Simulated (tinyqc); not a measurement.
Mobility of a non-polar semiconductor in the relaxation-time approximation: one step, computed by the program tinyqc.

Each valley is treated as a sphere of mass m_d for states and rates, with one isotropic relaxation time; the conductivity mass m_c sets the current.

Task: Rates at a few energies. Kane band: hbar^2 k^2/(2 m) = E (1 + alpha E), speed v = hbar k/(m (1 + 2 alpha E)), states per spin, volume and energy g(E) = m k (1 + 2 alpha E)/(2 pi^2 hbar^2); overlap factors are set to 1. Here m = m_d. Masses are multiplied by m_0 and all formulas are in SI units. Phonon occupation N_q = 1/(exp(hbar w/(k_B T)) - 1). Acoustic deformation potential (elastic, equipartition, absorption and emission together): 1/tau = 2 pi k_B T D_A^2 g(E)/(hbar rho v_l^2). Optical or intervalley deformation potential: 1/tau = (pi Z_f D_o^2/(rho w)) [N_q g(E + hbar w) + (N_q + 1) g(E - hbar w)], with g = 0 below the band edge. Each optical term is multiplied by (1 - f(E'))/(1 - f(E)), E' the final energy, for Pauli blocking. Singly charged impurities, momentum relaxation: 1/tau = N_I e^4 m (1 + 2 alpha E) Phi/(8 pi (eps_s eps_0)^2 hbar^3 k^3), with alpha = 0 for a parabolic band. Brooks-Herring: Phi = ln(1 + b) - b/(1 + b), b = 4 k^2 L_s^2. Alloy disorder: 1/tau = (2 pi/hbar) Omega x (1 - x) U^2 g(E), Omega = a^3/4 (other conventions for Omega rescale U).

Inputs (values chosen for the exercise, modelled on electrons in diamond): non-parabolicity alpha = 0.19 1/eV; static permittivity eps_s = 5.7; density rho = 3515 kg/m^3; sound velocity v_l = 18100 m/s; acoustic deformation potential D_A = 8.7 eV; phonon energy hbar w = 145 meV; optical or intervalley deformation potential D_o = 7.8 1e8 eV/cm; final valleys Z_f = 5; temperature T = 350 K; alloy fraction x = 0.2; alloy potential U = 1.4 eV; lattice constant a = 3.57 angstrom.

Band: Kane. Impurity formula: Brooks-Herring. Further scattering: alloy.

reduced Fermi level eta = -2.667823

density-of-states mass m_d = 0.4967754 m_0

ionised impurity density N_I = 4.60e+18 1/cm^3

screening length L_s = 1.454034 nm

Constants: k_B = 8.617333262e-05 eV/K; k_B = 1.380649e-23 J/K; e = 1.602176634e-19 C; hbar = 1.054571817e-34 J s; m_0 = 9.1093837015e-31 kg; hbar = 6.582119569e-16 eV s; eps_0 = 8.8541878128e-12 F/m.

Give: Rates (1e12/s) at E = (max(eta, 0) + 0.5, 1, 2, 4) k_B T.

Result:

Rates (1e12/s) at E = (max(eta, 0) + 0.5, 1, 2, 4) k_B T:
```
E (meV)  acoustic  optical  ionised impurity  alloy
15.1        0.447   0.0872             74.71   5.02
30.2        0.637   0.0903             51.94   7.15
60.3        0.914   0.0976             30.93  10.26
120.6       1.328   0.1131             16.38  14.92
```
